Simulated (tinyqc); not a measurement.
Vacuum evaporation: vapour pressure, source flux, thickness distribution, purity and step coverage: one step, computed by the program tinyqc. Command: `OMP_NUM_THREADS=1 python tinyqc.py 3112872 3112873 out.jsonl evap walk`. One thread of a shared host (Intel(R) Xeon(R) Processor @ 2.30GHz), about 0.01 s of CPU time with the checks.

Molecular flow, unit sticking of the metal, no re-evaporation. The background gas is taken as water vapour (18.015 g/mol, collision diameter 0.37 nm) at 300 K.

Problem. Vapour pressure and flux. log10(p_v/Pa) = A - B/T; flux from the surface Phi = p_v/sqrt(2 pi m k_B T), m = M u. Mass loss = Phi x area x m; heat of evaporation = ln(10) R B; d ln Phi/dT = ln(10) B/T^2 - 1/(2 T).

Inputs (values chosen for the exercise, modelled on silver, with constants for the liquid): molar mass M = 107.87 g/mol; vapour-pressure constant A = 10.76; vapour-pressure constant B = 13840 K; source temperature T = 1220 K; source area = 1.1 cm^2.

Constants: u = 1.6605390666e-27 kg; k_B = 1.380649e-23 J/K; R = 8.314462618 J/(mol K).

Give: vapour pressure p_v; flux Phi; mass loss; heat of evaporation; change of flux per kelvin.

Solution.

vapour pressure p_v = 0.26046 Pa

flux Phi = 1.8917e+17 1/(cm^2 s)

mass loss = 0.13418 g/h

heat of evaporation = 264.96 kJ/mol

change of flux per kelvin = 2.1001 %/K

Holding the rate to 1 % needs the temperature to about 0.48 K.
